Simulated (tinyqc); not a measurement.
Sp3 tight binding, zinc-blende lattice, step by step. Computed by tinyqc, a small Python program that keeps every step. Command: `OMP_NUM_THREADS=1 python tinyqc.py 22209 22210 out.jsonl` (the two numbers bound the seeds that draw the settings). One thread of a shared host (Intel(R) Xeon(R) Processor @ 2.60GHz), about 0.01 s of CPU time with the checks.

## Bloch Hamiltonian at k

Parameters chosen for this model: zinc-blende lattice, anion at 0, cation at a/4 (1,1,1); V = eta hbar^2 / (m d^2), hbar^2/m = 7.619964 eV angstrom^2:
```
parameter          value      unit
a               3.910000  angstrom
d               1.693080  angstrom
Es anion      -15.400000        eV
Ep anion       -8.090000        eV
Es cation     -13.380000        eV
Ep cation      -7.030000        eV
eta ss         -1.320000
eta sp          1.420000
eta pp sigma    2.220000
eta pp pi      -0.630000
V ss           -3.508909        eV
V sp            3.774735        eV
V pp sigma      5.901346        eV
V pp pi        -1.674706        eV
```

k point k (2 pi / a): [0.5800, -0.2100, -0.5300]

Slater-Koster rules over the four bonds with direction cosines (l, m, n): ss V_ss; s-px l V_sp; px-s -l V_sp; px-px l^2 V_pps + (1 - l^2) V_ppp; px-py l m (V_pps - V_ppp); each times exp(i k.d).

H(k) at k (eV), order a s, a px, a py, a pz, c s, c px, c py, c pz:
```
[[-15.4000, 0.0000, 0.0000, 0.0000, -5.4775+2.6570i, -1.2801+4.3858i, 4.8200-1.1648i, 1.5016-3.7387i],
 [0.0000, -8.0900, 0.0000, 0.0000, 1.2801-4.3858i, 1.3279-0.6441i, 1.7400-4.3323i, 5.5852-1.3497i],
 [0.0000, 0.0000, -8.0900, 0.0000, -4.8200+1.1648i, 1.7400-4.3323i, 1.3279-0.6441i, -1.4833+5.0822i],
 [0.0000, 0.0000, 0.0000, -8.0900, -1.5016+3.7387i, 5.5852-1.3497i, -1.4833+5.0822i, 1.3279-0.6441i],
 [-5.4775-2.6570i, 1.2801+4.3858i, -4.8200-1.1648i, -1.5016-3.7387i, -13.3800, 0.0000, 0.0000, 0.0000],
 [-1.2801-4.3858i, 1.3279+0.6441i, 1.7400+4.3323i, 5.5852+1.3497i, 0.0000, -7.0300, 0.0000, 0.0000],
 [4.8200+1.1648i, 1.7400+4.3323i, 1.3279+0.6441i, -1.4833-5.0822i, 0.0000, 0.0000, -7.0300, 0.0000],
 [1.5016+3.7387i, 5.5852+1.3497i, -1.4833-5.0822i, 1.3279+0.6441i, 0.0000, 0.0000, 0.0000, -7.0300]]
```

## Levels at k

Diagonalise the Hermitian matrix.

eigenvalues (eV): [-23.5700, -19.5486, -15.8857, -14.8174, -2.5954, -0.5718, -0.2205, 3.0694]

weights |c|^2 of the basis functions, order a s, a px, a py, a pz, c s, c px, c py, c pz:
```
[[0.5075, 0.1076, 0.0419, 0.0007, 0.2769, 0.0309, 0.0084, 0.0261],
 [0.0279, 0.1189, 0.0905, 0.2633, 0.0305, 0.2515, 0.0650, 0.1525],
 [0.0065, 0.1554, 0.3033, 0.0009, 0.1417, 0.1783, 0.0772, 0.1367],
 [0.0216, 0.1259, 0.0932, 0.2716, 0.0134, 0.0009, 0.3133, 0.1600],
 [0.3475, 0.1774, 0.0559, 0.0009, 0.3436, 0.0343, 0.0096, 0.0307],
 [0.0401, 0.0851, 0.0822, 0.2273, 0.0300, 0.2932, 0.0751, 0.1671],
 [0.0168, 0.1372, 0.2437, 0.0011, 0.1503, 0.2099, 0.0894, 0.1516],
 [0.0321, 0.0924, 0.0892, 0.2343, 0.0136, 0.0010, 0.3620, 0.1753]]
```

## Bloch Hamiltonian at G

k point G (2 pi / a): [0, 0, 0]

As before.

H(k) at G (eV), order a s, a px, a py, a pz, c s, c px, c py, c pz:
```
[[-15.4000, 0.0000, 0.0000, 0.0000, -14.0356, 0.0000, 0.0000, 0.0000],
 [0.0000, -8.0900, 0.0000, 0.0000, 0.0000, 3.4026, 0.0000, 0.0000],
 [0.0000, 0.0000, -8.0900, 0.0000, 0.0000, 0.0000, 3.4026, 0.0000],
 [0.0000, 0.0000, 0.0000, -8.0900, 0.0000, 0.0000, 0.0000, 3.4026],
 [-14.0356, 0.0000, 0.0000, 0.0000, -13.3800, 0.0000, 0.0000, 0.0000],
 [0.0000, 3.4026, 0.0000, 0.0000, 0.0000, -7.0300, 0.0000, 0.0000],
 [0.0000, 0.0000, 3.4026, 0.0000, 0.0000, 0.0000, -7.0300, 0.0000],
 [0.0000, 0.0000, 0.0000, 3.4026, 0.0000, 0.0000, 0.0000, -7.0300]]
```

## Levels at G

As before.

eigenvalues (eV): [-28.4619, -11.0036, -11.0036, -11.0036, -4.1164, -4.1164, -4.1164, -0.3181]

## Bands along a path

The same steps at evenly spaced points between the labelled ones.

Bands along the path (eV):
```
k           band 1    band 2    band 3    band 4   band 5   band 6   band 7   band 8
L         -23.8035  -20.3303  -14.3328  -14.3328  -2.9409  -0.7872  -0.7872   3.1747
L-G 0.20  -24.6874  -19.2048  -14.0886  -14.0886  -2.7920  -1.0314  -1.0314   2.7842
L-G 0.40  -26.1260  -17.0203  -13.4012  -13.4012  -2.4607  -1.7188  -1.7188   1.7070
L-G 0.60  -27.3630  -14.5307  -12.4189  -12.4189  -2.7011  -2.7011  -2.3720   0.3658
L-G 0.80  -28.1781  -12.1730  -11.4467  -11.4467  -3.6733  -3.6733  -3.2811  -0.2678
G         -28.4619  -11.0036  -11.0036  -11.0036  -4.1164  -4.1164  -4.1164  -0.3181
G-X 0.20  -28.0819  -12.0873  -12.0873  -11.5269  -3.9795  -3.0327  -3.0327  -0.3116
G-X 0.40  -26.9727  -14.1260  -14.1260  -12.9839  -3.5870  -0.9940  -0.9940  -0.3564
G-X 0.60  -25.2252  -15.9901  -15.9901  -15.1172  -2.9949  -0.5626   0.8701   0.8701
G-X 0.80  -22.9921  -17.6346  -17.2389  -17.2389  -2.2926  -0.9808   2.1189   2.1189
X         -20.8849  -19.8448  -17.6753  -17.6753  -1.6252  -1.5451   2.5553   2.5553
X-W 0.20  -20.8849  -19.8448  -17.6753  -17.6753  -1.6252  -1.5451   2.5553   2.5553
X-W 0.40  -20.8849  -19.8448  -17.6753  -17.6753  -1.6252  -1.5451   2.5553   2.5553
X-W 0.60  -20.8849  -19.8448  -17.6753  -17.6753  -1.6252  -1.5451   2.5553   2.5553
X-W 0.80  -20.8849  -19.8448  -17.6753  -17.6753  -1.6252  -1.5451   2.5553   2.5553
W         -20.8849  -19.8448  -17.6753  -17.6753  -1.6252  -1.5451   2.5553   2.5553
```

With 4 band(s) filled, the highest filled level on these points lies at G and the lowest empty one at G: a gap of 6.8872 eV, direct.
